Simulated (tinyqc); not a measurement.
Lateral field, substrate current, probability of reaching the oxide barrier and hot-carrier lifetime of a silicon transistor (pseudo-two-dimensional and lucky-electron models): one step, computed by the program tinyqc.

Local-field models: a lucky carrier gains its energy at the peak field over a path free of collisions. Voltages are magnitudes.

Task: Hot-carrier currents and lifetime. C_ox = 3.9 eps_0/t; F_sat = 2 v_s/mu; V_Dsat = V_ov F_sat L/(V_ov + F_sat L), V_ov = V_G - V_T; I_D/W = C_ox v_s (V_ov - V_Dsat). Scale length l = 0.22 t^(1/3) x_j^(1/2) (all in cm); F_m = sqrt(((V_D - V_Dsat)/l_e)^2 + F_sat^2), with l_e = l; length of the velocity-saturated region l_e ln((V_D - V_Dsat)/(l_e F_sat) + F_m/F_sat). Substrate current I_sub/I_D = (A_i/B_i)(V_D - V_Dsat) exp(-B_i/F_m); probability of reaching the oxide barrier exp(-phi_b/(e lambda F_m)); lifetime tau = (H/(I_D/W)) exp(phi_it/(e lambda F_m)).

Inputs (values chosen for the exercise, modelled on a silicon p-channel):

| quantity | value | unit |
|---|---|---|
| channel length L | 440 | nm |
| oxide thickness t | 9.2 | nm |
| junction depth x_j | 140 | nm |
| mobility mu | 130 | cm^2/(V s) |
| saturation velocity v_s | 0.7 | 1e7 cm/s |
| threshold voltage V_T | 0.61 | V |
| gate voltage V_G | 3.3 | V |
| drain voltage V_D | 5 | V |
| ionisation prefactor A_i | 7.7e+06 | 1/cm |
| ionisation field B_i | 3.68 | MV/cm |
| hot-carrier mean free path lambda | 5.1 | nm |
| oxide barrier phi_b | 4.6 | eV |
| interface-trap threshold phi_it | 4.7 | eV |
| lifetime constant H | 1000 | s microampere/micrometre |

Drain: abrupt.

Constants: eps_0 = 8.8541878128e-12 F/m.

Give: I_sub/I_D; substrate current I_sub/W; probability of reaching phi_b; lifetime tau; exponent m = phi_it/(e lambda B_i).

Result:

I_sub/I_D = 0.001171

substrate current I_sub/W = 0.2998 microampere/micrometre

probability of reaching phi_b = 5.804e-10

lifetime tau = 1.069e+10 s

exponent m = phi_it/(e lambda B_i) = 2.504

Since both exponentials depend on 1/F_m, tau I_D scales about as (I_sub/I_D)^(-m) with m = 2.50, which lets I_sub serve as the monitor. The lifetime is 33.9 times ten years (3.156e8 s).
